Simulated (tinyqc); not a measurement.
# MOS inversion layer, Poisson-Schroedinger loop, step by step

Computed by the program tinyqc: `OMP_NUM_THREADS=1 python tinyqc.py 2160069 2160070 out.jsonl`, one thread of a shared Intel Xeon 2.30GHz, about 1 s for the whole run. Printed values are rounded.

Electrons confined at an insulator interface at z = 0, treated as a hard wall; parabolic valleys, Hartree approximation, no image or exchange terms. The depletion charge lies far deeper than the electrons and gives a uniform field q Nd/(eps0 eps_r); the gate balances all charge. Energies are counted from the band edge at the interface.

Inputs (values chosen for the exercise); masses and permittivity close to those of germanium (111): temperature T = 77 K; relative permittivity eps_r = 16.2; mass along z of valley set A (1 valley(s)) mz1 = 1.61 m0; in-plane density-of-states mass of set A md1 = 0.0813 m0; mass along z of valley set B (3 valley(s)) mz2 = 0.0918 m0; in-plane density-of-states mass of set B md2 = 0.337 m0; sheet density of electrons Ns = 3.6e12 cm^-2; sheet density of depletion charge Nd = 1.1e11 cm^-2; extra shift of set B (strain) dE = 0.06 eV; mesh step hz = 1.9 nm; mixing factor a = 0.7.

Constants: q = 1.602176634e-19 C, kB = 1.380649e-23 J/K, hbar = 1.054571817e-34 J s, m0 = 9.1093837015e-31 kg, Vt = kB T/q, eps0 = 8.8541878128e-14 F/cm where lengths are in cm, hbar^2/(2 m0) = 0.0380998212 eV nm^2. Results are converted to the units shown.

## Fixed part of the potential

z, node 1 to 14 (nm): [1.9, 3.8, 5.7, 7.6, 9.5, 11.4, 13.3, 15.2, 17.1, 19, 20.9, 22.8, 24.7, 26.6]

V0 = q Nd z/(eps0 eps_r) in eV.

fixed potential V0, node 1 to 14 (eV): [0.0023345, 0.0046690, 0.0070035, 0.0093380, 0.0116725, 0.0140070, 0.0163415, 0.0186760, 0.0210105, 0.0233449, 0.0256794, 0.0280139, 0.0303484, 0.0326829]

## Round 1: levels and probability densities

self-consistent potential U at the start, node 1 to 14 (eV): [0, 0, 0, 0, 0, 0, 0, 0, 0, 0, 0, 0, 0, 0]

Tridiagonal Hamiltonian with psi = 0 one step beyond both ends: H_ii = C (1/m_(i-1/2) + 1/m_(i+1/2))/hz^2 + V0_i + U_i (+ dE for the set B), H_(i,i+1) = -C/(m_(i+1/2) hz^2), C = hbar^2/(2 m0). The lowest 2 level(s) of each valley set are kept, normalised to hz sum |psi|^2 = 1. The mass is the same on all intervals.

levels (eV): A1 0.0075505, A2 0.0129669, B1 0.0800642, B2 0.0979274

```
node  |psi|^2 of A1 (1/nm)  |psi|^2 of A2 (1/nm)  |psi|^2 of B1 (1/nm)  |psi|^2 of B2 (1/nm)
1                 0.150062              0.120598             0.0107429             0.0159728
2                 0.217642              0.017234             0.0366003             0.0456420
3                 0.116005              0.062947             0.0641899             0.0571654
4                 0.034688              0.163882             0.0821512             0.0400938
5                 0.006837              0.111989             0.0859322             0.0124506
6                 0.000968              0.039358             0.0774323             0.0000065
7                 0.000104              0.008762             0.0618667             0.0134919
8                 0.000009              0.001370             0.0445800             0.0432427
9                 0.000001              0.000160             0.0292409             0.0701833
10                0.000000              0.000015             0.0174946             0.0800390
11                0.000000              0.000001             0.0094690             0.0702342
12                0.000000              0.000000             0.0045029             0.0479125
13                0.000000              0.000000             0.0017254             0.0236811
14                0.000000              0.000000             0.0003876             0.0061999
```

## Round 1: Fermi level and occupations

Level k holds N_k = D_k Vt ln(1 + exp((EF - E_k)/Vt)) with D = md1 m0 q/(pi hbar^2) for the set A, D = 3 md2 m0 q/(pi hbar^2) for the set B per eV (spin included); EF is fixed by sum N_k = Ns.

EF = 0.0608746 eV
N_k (cm^-2): A1 1.81104e12, A2 1.62718e12, B1 1.51267e11, B2 1.05081e10

## Round 1: density, output potential and mixing

n_i = sum_k N_k |psi_k|^2 (converted to cm^-3). Hartree part by Gauss: on the interval before node i the electrons still beyond are S_i = Ns - hz sum_(j<i) n_j, and U_i = U_(i-1) + q S_i hz/(eps0 eps_r) in eV, U_0 = 0 at the interface. Mixing: U(new) = U + a (U(out) - U).

```
node  n (1e18 cm^-3)  U(out) (eV)  U after round 1 (eV)
1            4.69796     0.076402              0.053481
2            4.28218     0.133860              0.093702
3            3.22826     0.174051              0.121835
4            3.42335     0.201224              0.140857
5            2.07738     0.214594              0.150216
6            0.77510     0.219587              0.153711
7            0.23947     0.221454              0.155018
8            0.09443     0.222356              0.155649
9            0.05422     0.222877              0.156014
10           0.03511     0.223180              0.156226
11           0.02172     0.223341              0.156338
12           0.01185     0.223414              0.156390
13           0.00510     0.223440              0.156408
14           0.00124     0.223445              0.156411
```

## Course of the self-consistent loop

Start from U = 0. Stop when the largest |U(out) - U| is below 1e-7 eV, or after 120 rounds.

Course of the iteration:
```
round  level A1 (eV)    EF (eV)  largest |U(out) - U| (eV)
1         0.00755049  0.0608746                      0.223
2          0.0679262   0.142464                     0.0556
3          0.0835912   0.151430                    7.03e-3
4          0.0884074   0.155921                    4.05e-3
5          0.0898626   0.157664                    9.42e-4
6          0.0902910   0.157947                    8.27e-4
7          0.0904237   0.158163                    3.72e-4
8          0.0904611   0.158152                    2.53e-4
9          0.0904737   0.158193                    1.35e-4
...              ...        ...                        ...
15         0.0904784   0.158188                    5.32e-6
16         0.0904784   0.158187                    3.09e-6
17         0.0904784   0.158188                    1.79e-6
18         0.0904784   0.158187                    1.04e-6
19         0.0904784   0.158187                    6.04e-7
20         0.0904784   0.158187                    3.51e-7
21         0.0904784   0.158187                    2.04e-7
22         0.0904784   0.158187                    1.18e-7
23         0.0904784   0.158187                    6.86e-8
```

Converged in 23 rounds. Towards the end the residual shrinks by a factor of about 0.58 a round.

## Converged levels, occupations and centroid

converged U, node 1 to 14 (eV): [0.076402, 0.105117, 0.113736, 0.115419, 0.115765, 0.115898, 0.115978, 0.116029, 0.116060, 0.116079, 0.116088, 0.116093, 0.116094, 0.116094]

Solve for the levels with V0 + U, find EF, n_i = sum_k N_k |psi_k|^2 (in cm^-3); share of each level N_k/Ns; centroid sum n z/sum n.

levels (eV): A1 0.090478, A2 0.120366, B1 0.193204, B2 0.211031
EF = 0.158187 eV
shares (%): A1 63.8754, A2 35.7011, B1 0.3965, B2 0.0271
n, node 1 to 14 (in units of 1e19 cm^-3): [1.18261, 0.49838, 0.17200, 0.03315, 0.00531, 0.00132, 0.00071, 0.00048, 0.00033, 0.00022, 0.00013, 0.00007, 0.00003, 0.00001]
centroid = 2.88710 nm

An 800-node mesh to 46 nm with 8 levels a set gives A1 = 0.07195 eV, EF = 0.1324 eV and a centroid of 3.061 nm; the levels kept above hold 82.4 % of the electrons there. The coarse centroid is 5.7 % below the fine one.

## Closed-form estimates

Triangular well: E_k = a_k (C F^2/mz)^(1/3), a_1 = 2.338107, a_2 = 4.087949, C = hbar^2/(2 m0), F in eV/nm. Fang-Howard (all electrons in the lowest level of set A): b^3 = 6 (mz1/C) q (Nd + 11 Ns/32)/(eps0 eps_r), centroid 3/b, level C b^2/(4 mz1) + (3/b) q (Nd + 11 Ns/16)/(eps0 eps_r). Use F = q (Nd + Ns)/(eps0 eps_r), the surface field, and F = q (Nd + Ns/2)/(eps0 eps_r).

A1 with the surface field = 0.0803854 eV
A1 with Nd + Ns/2 = 0.0516357 eV
A2 with Nd + Ns/2 = 0.0902799 eV
b = 1.56270 1/nm
Fang-Howard centroid = 1.91975 nm
Fang-Howard level = 0.0698783 eV

Against the self-consistent A1 = 0.07195 eV on a fine mesh, the surface-field estimate is 12 % above it, the half-charge one 28 % below it and Fang-Howard 2.9 % below it. A1 holds 57.0 % of the electrons, and the Fang-Howard centroid is 37 % below the full one.
